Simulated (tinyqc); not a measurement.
CISD on RHF in the 3-21g basis, for He, spin multiplicity 1, step by step. Computed by tinyqc, a small Python program that keeps every step (integrals from PySCF). Settings: charge = 0, multiplicity = 1, basis = 3-21g, method = RHF, energy threshold = 1e-10, iteration cap = 57, orthogonalisation = symmetric, start = atomic densities, DIIS depth = 6, ci = CISD, davidson = 1. Command: `OMP_NUM_THREADS=1 python tinyqc.py 22958 22959 out.jsonl` (the two numbers bound the seeds that draw the settings). One thread of a shared host (Intel(R) Xeon(R) Processor @ 2.60GHz), about 0.09 s of CPU time with the checks. The early iterations of the SCF are left out here.

## One-electron integrals

Geometry (angstrom):
```
atom         x         y         z
He    0.000000  0.000000  0.000000
```

Basis 3-21g: exponents (1/bohr^2) and contraction coefficients of normalised primitives:
```
element  l (shell)   exponent  coefficient
He           s (1)  13.626700     0.175230
He           s (1)   1.999350     0.893482
He           s (2)   0.382993     1.000000
```

Overlap, kinetic and nuclear-attraction integrals over the contracted functions; the nuclear repulsion is the sum of Za Zb / Rab.

nuclear repulsion = 0 hartree

overlap S, order 1He 1s, 1He 2s:
```
[[1.000000, 0.595216],
 [0.595216, 1.000000]]
```

kinetic energy T (hartree), order 1He 1s, 1He 2s:
```
[[3.916124, 0.578949],
 [0.578949, 0.574489]]
```

nuclear attraction V (hartree), order 1He 1s, 1He 2s:
```
[[-5.489688, -2.235292],
 [-2.235292, -1.975129]]
```

core Hamiltonian H = T + V (hartree), order 1He 1s, 1He 2s:
```
[[-1.573565, -1.656343],
 [-1.656343, -1.400640]]
```

## Two-electron integrals

Functions are numbered as in S; the eight-fold symmetry (ij|kl) = (ji|kl) = (kl|ij) leaves the list below.

Two-electron integrals (ij|kl) in chemists' order, unique and non-zero (hartree):
```
(11|11) 1.803255   (21|11) 0.876507   (21|21) 0.452077   (22|11) 0.917008
(22|21) 0.514678   (22|22) 0.698314
```

## Orthogonalisation

S = U s U^T; symmetric (Loewdin) form X = U s^(-1/2) U^T, so that X^T S X = 1.

eigenvalues of S: [0.404784, 1.595216]

X, order 1He 1s, 1He 2s:
```
[[1.181761, -0.390007],
 [-0.390007, 1.181761]]
```

## Starting guess

The start is atomic minimal-basis densities projected into this basis (PySCF's MINAO start) and scaled to the electron count of each spin; this density is not idempotent, so its energy is not variational and may lie below the converged one.

D at the start, order 1He 1s, 1He 2s:
```
[[0.420599, 0.602277],
 [0.602277, 0.862432]]
```

## Iteration 4 (converged): orbitals

converged F (hartree), order 1He 1s, 1He 2s:
```
[[-0.070801, -1.118003],
 [-1.118003, -0.499364]]
```

Diagonalise F' = X^T F X, C = X C', fill 1 alpha and 1 beta electrons from the bottom; D = 2 C_occ C_occ^T. Each column has its largest component positive (the first on a tie).

F' = X^T F X (hartree):
```
[[0.855729, -1.468624],
 [-1.468624, 0.322402]]
```

orbital energies (hartree): [-0.903572, 2.081703]

coefficients C, order 1He 1s, 1He 2s:
```
[[0.457919, 1.157140],
 [0.657278, -1.056716]]
```

D after iteration 4, order 1He 1s, 1He 2s:
```
[[0.419379, 0.601960],
 [0.601960, 0.864028]]
```

## Convergence

Stop when the energy changes by less than 1e-10 hartree and every element of the error matrix X^T (F D S - S D F) X is below 3e-06.

Course of the cycle:
```
iteration  E (hartree)     change  largest element of the error matrix
1          -2.83567803          -                             3.21e-03
2          -2.83567987  -1.84e-06                             2.11e-04
3          -2.83567987  -7.95e-09                             1.20e-09
4          -2.83567987   8.88e-16                             5.60e-10
```

PySCF RHF in the same basis = -2.83567987 hartree

Converged in 4 iterations.

## Populations

Mulliken: Z minus the diagonal of D S on the atom; Loewdin: the same with S^(1/2) D S^(1/2).

Charges (e):
```
atom  Mulliken  Loewdin
1He          0        0
```

## Integrals over molecular orbitals

(pq|rs) = sum C_ip C_jq C_kr C_ls (ij|kl), one index at a time.

one-electron integrals over orbitals h = C^T H C (hartree):
```
[[-1.932108, -0.319236],
 [-0.319236, 0.379665]]
```

Two-electron integrals over orbitals (pq|rs), unique and non-zero (hartree):
```
(11|11) 1.028537   (21|11) 0.319236   (21|21) 0.261994   (22|11) 0.982016
(22|21) 0.343809   (22|22) 0.998335
```

## CISD: determinants and Hamiltonian

Hartree-Fock energy = -2.83567987 hartree

Slater-Condon rules over spin orbitals, with the nuclear repulsion added and E(HF) subtracted on the diagonal.

Occupation strings over the orbitals (2 doubly, a alpha, b beta, 0 empty; spin orbitals ordered 1a 1b 2a 2b ...): 20 ab ba 02

H - E(HF) between determinants (hartree), order 20, ab, ba, 02:
```
[[0.000000, 0.000000, 0.000000, 0.261994],
 [0.000000, 2.265252, -0.261994, 0.024573],
 [0.000000, -0.261994, 2.265252, -0.024573],
 [0.261994, 0.024573, -0.024573, 4.593344]]
```

## CISD: roots

Diagonalise (each vector has its largest component positive (the first on a tie)); all determinants have Ms = 0, so triplets appear too. The lowest singlet root is the correlation energy.

lowest roots of this matrix, relative to E(HF) (hartree): [-0.014897, 2.003258, 2.526670, 4.608818]

lowest vectors, order 20, ab, ba, 02:
```
[[0.998387, 0.000000, -0.001721, 0.056747],
 [0.000549, 0.707107, 0.707008, 0.011784],
 [-0.000549, 0.707107, -0.707008, -0.011784],
 [-0.056768, 0.000000, -0.016595, 0.998249]]
```

<S^2> of these roots: [0.000000, 2.000000, 0.000000, 0.000000]

weight of the ground state by excitation level 0, 1, 2, ...: [0.996777, 0.000001, 0.003223]

With one virtual orbital singles and doubles already span the full space.
